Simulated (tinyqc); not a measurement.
Inside a calculation. Method: Pariser-Parr-Pople SCF with singles CI, for the molecule [CH2+]c1cccc(C=O)c1 (SMILES; centres numbered as the heavy atoms are written). One step of it, computed by the program tinyqc.

Task: Singles CI, triplets. Over the 9 single excitations with the smallest orbital gaps: A = (e_a - e_i) delta - (ij|ab), with (pq|rs) = sum c_mp c_mq gamma_mn c_nr c_ns.

orbital energies (eV): [-19.159198, -17.419625, -16.100313, -15.351137, -9.380998, -7.068645, -5.515772, -4.457557, -2.566489]

coefficients:
```
         MO1        MO2        MO3        MO4        MO5        MO6        MO7        MO8
1C  0.272070  -0.268824  -0.353431   0.060357   0.727571   0.075163   0.348293  -0.227825
2C  0.491010  -0.364883  -0.362144   0.053621  -0.086013  -0.063608  -0.471797   0.391144
3C  0.344914  -0.276330   0.173954   0.437644  -0.383213   0.377693  -0.067085  -0.448822
4C  0.281108  -0.085760   0.521459   0.344452   0.021592  -0.206496   0.515172   0.312120
5C  0.299163   0.135553   0.512468  -0.086114   0.390714  -0.281700  -0.482139   0.023610
6C  0.400260   0.341368   0.159421  -0.444896   0.043498   0.359961  -0.012305  -0.338740
7C  0.210197   0.479357  -0.138221   0.122803   0.022945   0.512903   0.118727   0.548561
8O  0.152353   0.588294  -0.323393   0.502394  -0.024859  -0.412805  -0.074644  -0.282402
9C  0.412066   0.010051  -0.173296  -0.458774  -0.400287  -0.403246   0.365951  -0.016418

          MO9
1C  -0.130131
2C   0.323600
3C  -0.295699
4C   0.342241
5C  -0.396307
6C   0.503539
7C  -0.336506
8O   0.131785
9C  -0.364100
```

repulsion gamma_rs (eV):
```
           1C         2C         3C         4C         5C         6C         7C         8O
1C  11.320000   5.389839   3.895556   2.893889   2.631576   2.893927   2.352341   1.983578
2C   5.389839  11.320000   5.388741   3.894616   3.536001   3.895208   2.894001   2.397191
3C   3.895556   5.388741  11.320000   5.388736   3.895208   3.536569   2.631785   2.320698
4C   2.893889   3.894616   5.388736  11.320000   5.389395   3.895213   2.894004   2.687823
5C   2.631576   3.536001   3.895208   5.389395  11.320000   5.388741   3.895213   3.638508
6C   2.893927   3.895208   3.536569   3.895213   5.388741  11.320000   5.389395   4.019801
7C   2.352341   2.894001   2.631785   2.894004   3.895213   5.389395  11.320000   5.631235
8O   1.983578   2.397191   2.320698   2.687823   3.638508   4.019801   5.631235  13.560000
9C   3.895266   5.389395   3.895213   3.536006   3.894616   5.388736   3.895208   2.962104

           9C
1C   3.895266
2C   5.389395
3C   3.895213
4C   3.536006
5C   3.894616
6C   5.388736
7C   3.895208
8O   2.962104
9C  11.320000
```

Give: triplet CI matrix; triplet excitation energies.

Result:

triplet CI matrix (eV):
```
        4>5     3>5     2>5     4>6     3>6     1>5     4>7     2>6
4>5   2.004  -0.287   0.693  -0.050   0.100   0.110   0.471  -0.161
3>5  -0.287   2.211  -0.838   0.100   0.270   0.457  -0.016  -0.058
2>5   0.693  -0.838   4.354  -0.161  -0.058   0.819   0.069  -0.071
4>6  -0.050   0.100  -0.161   3.236   0.284   0.439   0.219  -0.304
3>6   0.100   0.270  -0.058   0.284   4.713   0.445   0.379   0.443
1>5   0.110   0.457   0.819   0.439   0.445   5.033  -0.388  -0.085
4>7   0.471  -0.016   0.069   0.219   0.379  -0.388   5.438  -0.271
2>6  -0.161  -0.058  -0.071  -0.304   0.443  -0.085  -0.271   5.204
3>7  -0.016   0.299  -0.229   0.379  -0.029   0.552  -0.543   0.056

        3>7
4>5  -0.016
3>5   0.299
2>5  -0.229
4>6   0.379
3>6  -0.029
1>5   0.552
4>7  -0.543
2>6   0.056
3>7   5.324
```

triplet excitation energies (eV): [1.687, 1.800, 2.983, 3.753, 4.445, 5.223, 5.477, 5.756, 6.392]
